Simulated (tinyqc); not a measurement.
Superjunction drift layer against a plain one, charge balance: one step of the calculation.

Alternating n and p pillars of equal width wp, doping N and length Lp. When depleted, the lateral field peaks at Ex = q N wp/(2 eps0 eps_r) at the pillar junctions and a uniform vertical field Ey is added; breakdown is taken where Ex^2 + Ey^2 = Ef^2. Only the n pillars conduct, narrowed by the zero-bias depletion. A first-order model: the field peaks at the pillar ends are left out.

Question. Design of the pillars. Ex = a Ef gives N = 2 eps0 eps_r a Ef/(q wp); Ey = Ef sqrt(1 - a^2); Lp = BV/Ey; xd = sqrt(eps0 eps_r Vb/(q N)) on each side; Rsp = 2 Lp/(q mu(N) N (1 - 2 xd/wp)). mu(N) = mi + (mx - mi)/(1 + (N/Nr)^0.9).

Parameters, values chosen for the exercise; values close to those of silicon:
```
symbol   value        unit                                     meaning
eps_r     11.8              relative permittivity of the semiconductor
mx        1360  cm^2/(V s)                      mobility at low doping
mi        91.9  cm^2/(V s)                     mobility at high doping
Nr      1.3e17       cm^-3            reference doping of the mobility
BV         760           V                    wanted breakdown voltage
wp           1          um                        width of each pillar
Ef         0.3       MV/cm           critical field inside the pillars
a          0.8                     lateral peak field as a share of Ef
Vb         0.8           V    built-in voltage of the pillar junctions
```

Constants: q = 1.602176634e-19 C, eps0 = 8.8541878128e-14 F/cm where lengths are in cm. Results are converted to the units shown.

Wanted: N; Ey; Lp; xd; Rsp.

Answer.

N = 3.1301e16 cm^-3
Ey = 0.18000 MV/cm
Lp = 42.222 um
xd = 0.12910 um
Rsp = 2.0932 mohm cm^2

The pillars have an aspect ratio of 42.2. Their doping is 114 times, and their Rsp 0.0209 times, that of the plain layer.

tinyqc, about 0.01 s, one thread, Intel Xeon 2.30GHz (shared host): `OMP_NUM_THREADS=1 python tinyqc.py 2590045 2590046 out.jsonl`
